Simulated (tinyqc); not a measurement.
X-ray photoelectron analysis of a thin oxide on a semiconductor: attenuation lengths, thickness, angle series and band offsets: one step, computed by the program tinyqc.

The same element is seen in the oxide and in the substrate, at nearly the same kinetic energy; films are flat and uniform, and the work function is ignored.

Task: Peak ratio. R_0 = (rho_o/M_o) L_o/((rho_s/M_s) L_s); peak ratio R = I_ox/I_sub = R_0 [exp(d/(L_o cos theta)) - 1]; hence d = L_o cos theta ln(1 + R/R_0). A carbon layer weakens both peaks alike, by exp(-d_C/(L_o cos theta)) if its L is taken equal to L_o. This R_0 leaves out intrinsic losses from the substrate peak, so calibrated values can be larger.

Inputs (values chosen for the exercise, modelled on SiO2 on silicon):
```
quantity,value,unit
oxide density,2.17,g/cm^3
oxide formula mass,60.08,g/mol
substrate density,2.33,g/cm^3
substrate formula mass,28.09,g/mol
oxide thickness d,0.9,nm
emission angle from the normal,30,degrees
carbon overlayer,0.19,nm
```

L in the oxide = 4.374026 nm

L in the substrate = 3.463285 nm

Give: R_0; d/(L_o cos theta); ratio R; oxide share of the counts; attenuation by carbon; depth 3 L_o cos theta.

Result:

R_0 = 0.5499

d/(L_o cos theta) = 0.2376

ratio R = 0.1475

oxide share of the counts = 0.1285

attenuation by carbon = 0.9511

depth 3 L_o cos theta = 11.36 nm
